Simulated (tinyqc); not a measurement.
Gas flow in a process chamber: flow regimes, conductance, effective pumping speed, pump-down, outgassing and purge: one step, computed by the program tinyqc.

Ideal gas, isothermal flow, a pump of constant speed at the end of a round pipe; process gas, volume gas and outgassing are given the same properties. 1 sccm = 101325 Pa x 1e-6 m^3/60 s x T/273.15 K.

Problem. Purging a well-mixed chamber. With steady flow a contaminant decays as exp(-t/residence time); gas used = flow x time.

Inputs (values chosen for the exercise, modelled on nitrogen near room temperature): temperature T = 350 K; process gas flow = 31 sccm.

residence time = 0.9498745 s

Give: time to dilute 1e3 times; time to dilute 1e6 times; gas used for 1e6.

Solution.

time to dilute 1e3 times = 6.5615 s

time to dilute 1e6 times = 13.123 s

gas used for 1e6 = 6.7802 standard cm^3
